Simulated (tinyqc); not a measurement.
Sublattice potential against complex hopping: Haldane model. Computed by the program tinyqc. H_AA = delta - 2 t2 sum cos(k.b + phi), H_BB = -delta - 2 t2 sum cos(k.b - phi), H_AB = -t1 (1 + exp(-i k.a1) + exp(-i k.a2)), b = a1, a2 - a1, -a2, m = 3 sqrt3 t2 sin(phi); the sign of the Chern number follows the orientation k1 then k2.

Honeycomb lattice:
```
parameter      value
t1 (eV)     2.200000
t2 (eV)     0.410000
phi (rad)  -1.150000
```

Gaps at the two valleys (eV) and Chern number of the lower band (12 x 12 mesh):
```
delta   gap 2|delta - m|  gap 2|delta + m|  Chern number
-3.500             3.111            10.889             0
-2.528             1.167             8.945             0
-1.167             1.555             6.223             1
0.000              3.889             3.889             1
0.778              5.445             2.333             1
1.458              6.805             0.973             1
2.431              8.751             0.973             0
3.889             11.667             3.889             0
```

What does the comparison show, and why?

Here |m| = 1.9446 eV. For |delta| < |m| the two valleys have masses of opposite sign and the Chern number is +/-1; one gap closes at |delta| = |m|, and beyond it the band is trivial.
